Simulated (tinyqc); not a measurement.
# One level from two frequencies

Inverse problem. A single interface trap level in an MOS capacitor has the conductance Gp/w = Cit w tau/(1 + w^2 tau^2), w = 2 pi f. Find tau and Cit.

Gp/w at f = 150 and 1100 Hz (nF/cm^2): [141.00730, 119.53883]

Solution. w/(Gp/w) = 1/(Cit tau) + (tau/Cit) w^2 is linear in w^2; the two coefficients give tau and Cit.

tau = 4.369e-4 s
Cit = 400.5 nF/cm^2

Computed by the program tinyqc: `OMP_NUM_THREADS=1 python tinyqc.py 2030149 2030150 out.jsonl`, one thread of a shared Intel Xeon 2.30GHz, about 0.01 s for the whole run.
